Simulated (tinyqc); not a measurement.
Ballast resistance and gain from the on-state line.

Problem. At high current V = BV (1 + be)^(-1/n) + I Ro. Find Ro, the intercept and be.

Values chosen for this exercise: junction breakdown voltage BV = 11.7 V; exponent of the multiplication n = 4.5.

V at I = 5.3 and 10.7 mA/um (V): 10.027140  11.161140

Answer. The slope is Ro; the intercept over BV is (1 + be)^(-1/n).

Ro = 210.0 ohm um
intercept = 8.914 V
be = 2.400

Program tinyqc, `OMP_NUM_THREADS=1 python tinyqc.py 2670062 2670063 out.jsonl`; Intel Xeon 2.30GHz, shared host, one thread, about 0.01 s.
